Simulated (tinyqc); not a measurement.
Programming of a floating-gate cell by Fowler-Nordheim tunnelling: one step of the calculation.

Per tunnel area the floating gate has Ctun = 3.9 eps0/tox to the channel (0 V) and Ccg to the control gate, Ct = Ctun/(1 - ag), no other coupling. With the threshold shift U = -Q/Ccg the field is F = ag (Vg - U)/tox, and dU/dt = J/Ccg. Fowler-Nordheim: J = A F^2 exp(-B/F), A = q^2/(16 pi^2 hbar mo phi) (times 1e14 for A/cm^2 with F in V/nm, emitter mass m0), B = (4/3) sqrt(mo/C) phi^1.5, C = hbar^2/(2 m0).

Task. Constants of the cell. A, B, Ccg = ag Ct, the starting field and current, K = A B ag/(Ccg tox), and the knee time t0 = exp(B/F(0))/K.

Values chosen for this exercise; oxide values close to those of silicon dioxide:

| symbol | value | unit | meaning |
|---|---|---|---|
| phi | 3.16 | eV | tunnel barrier |
| mo | 0.43 | m0 | tunnelling mass |
| tox | 6.9 | nm | tunnel oxide thickness |
| ag | 0.57 |  | coupling ratio Ccg/Ct |
| ar | 1300 | nm^2 | tunnel area |
| Vt0 | -0.2 | V | threshold shift at the start |
| Vg | 12.9 | V | control-gate voltage |

Constants: q = 1.602176634e-19 C, hbar = 1.054571817e-34 J s, m0 = 9.1093837015e-31 kg, eps0 = 8.8541878128e-14 F/cm where lengths are in cm, hbar^2/(2 m0) = 0.0380998212 eV nm^2. Results are converted to the units shown.

Find: A; B; Ccg; F(0); J(0); K; t0; electrons for 1 V of shift.

Result.

A = 1.1344e8 A cm^-2 (V/nm)^-2
B = 25.162 V/nm
Ccg = 0.66339 uF/cm^2
F(0) = 1.0822 V/nm
J(0) = 0.010605 A/cm^2
K = 3.5544e14 1/s
t0 = 35.245 us
electrons for 1 V of shift = 53.827

Range of the model: Programming fields of 10 MV/cm and more wear the oxide; trapping and the channel potential are ignored.

Program tinyqc, `OMP_NUM_THREADS=1 python tinyqc.py 2130043 2130044 out.jsonl`; Intel Xeon 2.30GHz, shared host, one thread, about 0.01 s.
